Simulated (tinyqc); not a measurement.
# Gap voltage and exponent from three temperatures

Inverse problem. At constant current VBE(T) = Vg0 - a T - eta (kB T/q) ln T, where a is a constant. Find Vg0, eta and dVBE/dT at the middle temperature.

Constants: q = 1.602176634e-19 C, kB = 1.380649e-23 J/K. Results are converted to the units shown.

T (K): [300, 330, 390]
VBE at a constant current (V): [0.6949478863, 0.6322881501, 0.5040172896]

Answer. The relation is linear in Vg0, a and eta, so three points give a linear system; the slope is (VBE - Vg0 - eta kB T/q)/T. eta rests on the curvature of VBE(T) alone, so real fits need accuracy of some tens of microvolts or better.

Vg0 = 1.205 V
eta = 4.300
dVBE/dT = -2.106 mV/K

Numbers from tinyqc (`OMP_NUM_THREADS=1 python tinyqc.py 2062018 2062019 out.jsonl`; about 0.02 s on one thread of a shared Intel Xeon 2.30GHz).
